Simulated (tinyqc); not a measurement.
Hueckel theory of the pi electrons, for the molecule [CH2]c1ccccc1 (SMILES; centres numbered as the heavy atoms are written), step by step. One step of it, computed by the program tinyqc.

Question. Orbitals. Diagonalise; E = alpha + x beta with beta < 0, so the largest x are filled first; degenerate levels share their electrons. P = sum n_i c_ri c_si; each orbital has its largest coefficient positive (the first on a tie).

Hueckel matrix in units of beta (H = alpha + beta A), order 1C, 2C, 3C, 4C, 5C, 6C, 7C:
```
[[0.000000, 1.000000, 0.000000, 0.000000, 0.000000, 0.000000, 0.000000],
 [1.000000, 0.000000, 1.000000, 0.000000, 0.000000, 0.000000, 1.000000],
 [0.000000, 1.000000, 0.000000, 1.000000, 0.000000, 0.000000, 0.000000],
 [0.000000, 0.000000, 1.000000, 0.000000, 1.000000, 0.000000, 0.000000],
 [0.000000, 0.000000, 0.000000, 1.000000, 0.000000, 1.000000, 0.000000],
 [0.000000, 0.000000, 0.000000, 0.000000, 1.000000, 0.000000, 1.000000],
 [0.000000, 1.000000, 0.000000, 0.000000, 0.000000, 1.000000, 0.000000]]
```

pi electrons, sum of z_r less the charge = 7

Give: x values; occupations; coefficients; charge and bond-order matrix P.

Answer.

x values: [2.101, 1.259, 1.000, 0.000, -1.000, -1.259, -2.101]

occupations: [2.000, 2.000, 2.000, 1.000, 0.000, 0.000, 0.000]

coefficients, order 1C, 2C, 3C, 4C, 5C, 6C, 7C:
```
[[0.238, -0.397, 0.000, 0.756, 0.000, -0.397, -0.238],
 [0.500, -0.500, 0.000, 0.000, 0.000, 0.500, 0.500],
 [0.406, -0.116, 0.500, -0.378, 0.500, -0.116, -0.406],
 [0.354, 0.354, 0.500, 0.000, -0.500, -0.354, 0.354],
 [0.337, 0.562, 0.000, 0.378, 0.000, 0.562, -0.337],
 [0.354, 0.354, -0.500, 0.000, 0.500, -0.354, 0.354],
 [0.406, -0.116, -0.500, -0.378, -0.500, -0.116, -0.406]]
```

charge and bond-order matrix P, order 1C, 2C, 3C, 4C, 5C, 6C, 7C:
```
[[1.000, 0.635, 0.000, -0.112, 0.000, -0.112, 0.000],
 [0.635, 1.000, 0.523, 0.000, -0.225, 0.000, 0.523],
 [0.000, 0.523, 1.000, 0.705, 0.000, -0.295, 0.000],
 [-0.112, 0.000, 0.705, 1.000, 0.635, 0.000, -0.295],
 [0.000, -0.225, 0.000, 0.635, 1.000, 0.635, 0.000],
 [-0.112, 0.000, -0.295, 0.000, 0.635, 1.000, 0.705],
 [0.000, 0.523, 0.000, -0.295, 0.000, 0.705, 1.000]]
```
